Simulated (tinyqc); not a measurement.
# Hot electrons in a saturated n-channel MOSFET, lucky-electron model: effects of single changes

Beyond pinch-off the lateral field grows as Esat cosh(y/l) over the velocity-saturated region (pseudo-two-dimensional model). Impact ionisation in this region gives the substrate current, which biases the body forward through Rsub. Currents are per width. Local-field laws: they overstate ionisation when the field peak is narrower than an energy relaxation length.

Inputs (values chosen for the exercise); values close to those of silicon n-channel devices: channel length L = 0.25 um; oxide thickness tox = 4.6 nm; junction depth xj = 78 nm; threshold VT = 0.55 V; effective mobility mu = 430 cm^2/(V s); saturation velocity vs = 8e6 cm/s; ionisation prefactor Ai = 2e6 1/cm; ionisation field Bi = 1.67 MV/cm; resistance of the lightly doped drain Rd = 400 ohm um; substrate resistance Rsub = 2200 ohm um; fall of VT per volt of forward body bias kb = 0.46; lifetime exponent m = 3.1; lifetime constant Hl = 1300 s uA/um; drain voltage Vd = 1.9 V; gate voltage Vg = 1.2 V.

Constants: eps0 = 8.8541878128e-14 F/cm where lengths are in cm. Results are converted to the units shown.

Each table varies one quantity; the others keep the values above.

## Effect of the gate voltage

Cox = 3.9 eps0/tox, l = sqrt(3 tox xj), Esat = 2 vs/mu. Overdrive g = Vg - VT + kb Vb; Vdsat = g Esat L/(g + Esat L); Id = Cox vs (g - Vdsat); dV = Vd - Id Rd - Vdsat; Em = sqrt((dV/l)^2 + Esat^2); Isub = Id (Ai/Bi) l Em exp(-Bi/Em). Vb = Rsub Isub is solved self-consistently. Lifetime tau = (Hl/Id)(Isub/Id)^(-m); 1 year = 3.15576e7 s.

Effect of the gate voltage:
```
Vg (V)  Id (uA/um)  Em (MV/cm)  Isub (uA/um)   Isub/Id  tau (years)
0.7         12.700     0.53921        1.2156  0.095715    0.0046772
0.85        44.786     0.50531        3.2638  0.072874    0.0030883
1           89.789     0.47648        5.0515  0.056260    0.0034356
1.15        143.70     0.45125        6.2938  0.043798    0.0046652
1.3         204.00     0.42865        6.9826  0.034229    0.0070564
1.45        269.03     0.40802        7.1986  0.026758     0.011480
1.6         337.69     0.38891        7.0437  0.020858     0.019796
1.75        409.21     0.37099        6.6168  0.016169     0.035970
1.9         483.04     0.35401        6.0062  0.012434     0.068793
```

What does the table show?

As Vg goes from 0.7 to 1.9 V, Em falls from 0.539 to 0.354 MV/cm, Isub goes from 1.22 through a maximum of 7.20 (at Vg = 1.45 V among the rows listed) to 6.01 uA/um and tau goes from 0.00468 through a minimum of 0.00309 (at Vg = 0.85 V among the rows listed) to 0.0688 years. Id grows with Vg while the rising Vdsat lowers the field, hence the bell shape; the peak row has Vg/Vd = 0.76.

## Effect of the resistance of the lightly doped drain

Same model as above.

Effect of the resistance of the lightly doped drain:
```
Rd (ohm um)  Id (uA/um)  Em (MV/cm)  Isub (uA/um)  Isub/Id  tau (years)
0                 163.8      0.4631         8.096  0.04943     0.002813
150               163.6      0.4557         7.503  0.04588     0.003550
300               163.3      0.4484         6.941  0.04249     0.004507
500               163.0      0.4386         6.236  0.03824     0.006260
800               162.7      0.4239         5.271  0.03241      0.01049
1200              162.2      0.4044         4.149  0.02558      0.02190
1600              161.8      0.3850         3.200  0.01977      0.04873
```

As Rd goes from 0 to 1600 ohm um, Em falls from 0.463 to 0.385 MV/cm, Isub falls from 8.10 to 3.20 uA/um and tau rises from 0.00281 to 0.0487 years. From the first row to the last, log10(tau) changes by 1.2: 1.2 from (Isub/Id)^(-m), which holds Em and l, and 0.0052 from 1/Id. The price is 0.259 V dropped over Rd in the last row.

## Effect of the drain voltage

Same model as above.

Effect of the drain voltage:
```
Vd (V)  Id (uA/um)  Em (MV/cm)  Isub (uA/um)   Isub/Id  tau (years)
1.2          160.6      0.2325        0.1116  6.947e-4         1583
1.33         160.7      0.2717        0.3672  0.002285        39.49
1.46         160.9      0.3109        0.9135  0.005676        2.347
1.59         161.3      0.3501         1.882   0.01167       0.2509
1.71         161.9      0.3863         3.257   0.02012      0.04615
1.84         162.7      0.4254         5.367   0.03298     0.009924
1.97         163.8      0.4645         8.207   0.05009     0.002699
2.1          165.3      0.5034         11.85   0.07170     8.799e-4
```

What does the table show?

As Vd goes from 1.2 to 2.1 V, Em rises from 0.233 to 0.503 MV/cm, Isub rises from 0.112 to 11.9 uA/um and tau falls from 1580 to 8.80e-4 years. The slope of ln(tau) against 1/Vd is 45.3 V between the first two rows and 35.7 V between the last two; ten years are last met at Vd = 1.33 V among the rows. At Vd = 1.2 V tau is a far extrapolation that only says that hot carriers are no limit.

Computed by the program tinyqc: `OMP_NUM_THREADS=1 python tinyqc.py 2550010 2550011 out.jsonl`, one thread of a shared Intel Xeon 2.30GHz, about 0.01 s for the whole run.
